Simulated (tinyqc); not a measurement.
# From capture time back to electron-phonon coupling W

Model: non-radiative capture by multiphonon emission, one effective mode. Computed by tinyqc, a small Python program. Command: `OMP_NUM_THREADS=1 python tinyqc.py 3024488 3024489 out.jsonl capture inv`. One thread of a shared host (Intel(R) Xeon(R) Processor @ 2.30GHz), about 0.06 s of CPU time with the checks.

The initial state (free carrier plus empty centre) lies dE above the final state; both have the same frequency and are displaced by dQ.

Inputs (values chosen for the exercise, with mass, screening and phonons like those of GaN):
```
quantity                  value        unit
energy released dE        0.509          eV
phonon energy hbar omega   50.2         meV
Huang-Rhys factor S        3.77           -
cell volume V              1280  angstrom^3
degeneracy g                  1           -
broadening b                 39         meV
carrier mass m             1.42         m_0
dielectric constant eps    9.56           -
temperature T                77           K
defect density N_t        8e+14       cm^-3
```

Centre: repulsive.

Constants: hbar^2/u = 4.18015928e-03 eV angstrom^2; k_B = 8.617333262e-05 eV/K; hbar = 6.582119569e-16 eV s; Ry = 13.605693123 eV; k_B = 1.380649e-23 J/K; m_0 = 9.1093837015e-31 kg.

Method:
- dQ = sqrt(2 S (hbar^2/u)/hbar omega); relaxation energy lambda = S hbar omega; phonons needed P = dE/hbar omega; classical barrier E_b = (dE - lambda)^2/(4 lambda); occupation n = 1/(exp(hbar omega/k_B T) - 1).
- Huang-Rhys weight for a net emission of p phonons: L_p = exp(-S (2n + 1)) ((n + 1)/n)^(p/2) I_p(2 S sqrt(n (n + 1))), I_p the modified Bessel function.
- M_p = sum_m w_m <m_i|Q|(m + p)_f>^2 with Q counted from the final minimum and Boltzmann weights w_m for m = 0..24; <m_i|Q|k_f> = sqrt((hbar^2/u)/(2 hbar omega)) [sqrt(k) <m|k-1> + sqrt(k+1) <m|k+1>], with overlaps of oscillators displaced by d = sqrt(2 S) summed on 1500 points from -16 to 16 + d.
- The delta function is a Gaussian of standard deviation b at dE - p hbar omega.
- C_0 = V (2 pi/hbar) g W^2 sum_p M_p Gaussian_p. The sum runs over the seven p from round(P) - 3 to round(P) + 3; 1 angstrom^3 = 1e-24 cm^3.
- Sommerfeld factor of a repulsive centre: s(k) = 2 pi nu/(exp(2 pi nu) - 1), nu = sqrt(Ry*/E), Ry* = Ry m/eps^2, averaged over (2/sqrt(pi)) sqrt(x) exp(-x) dx with x = E/k_B T = t^2 (trapezoid, t to 6 in steps of 0.01).
- C = s C_0; v = sqrt(3 k_B T/m); sigma = C/v; tau = 1/(C N_t).

Task: A run gave the result below. Find the electron-phonon coupling W, known to lie between 0.021 and 0.041 eV/(u^(1/2) angstrom).

capture time = 2.445123 s

Result:

Each step takes the trial c = (a f_b - b f_a)/(f_b - f_a), f being the result less the target and a, b, c the logarithms of the listed values; c replaces end b, the old b replaces a if the sign of f changed, and otherwise f_a is halved.

Scan of the range:
```
electron-phonon coupling W (eV/(u^(1/2) angstrom))  capture time (s)
0.0210                                                       4.66292
0.0235                                                       3.72358
0.0262                                                       2.99567
0.0293                                                       2.39531
0.0328                                                       1.91139
0.0367                                                       1.52674
0.0410                                                       1.22329
```

False position (Illinois rule, in the logarithm of the input) inside the bracket:
```
step      end a      end b      trial  capture time (s)
1     0.0262000  0.0293000  0.0290294           2.44017
2     0.0262000  0.0290294  0.0289769           2.44903
3     0.0290294  0.0289769  0.0290000           2.44512
4     0.0289769  0.0290000  0.0290000           2.44512
5     0.0289769  0.0290000  0.0290000           2.44512
6     0.0290000  0.0290000  0.0290000           2.44512
```

Capture time falls at every point of a 13-point scan of the range (every second point is shown), so one value fits; it is bracketed by 0.0262 and 0.0293. The scan shows a pure power law with exponent -2.000, so scaling from any one row also gives the answer directly. Answer: electron-phonon coupling W = 0.02900 eV/(u^(1/2) angstrom).

Caution: the effective Bohr radius is under 10 angstrom, so the effective-mass Sommerfeld factor is rough.
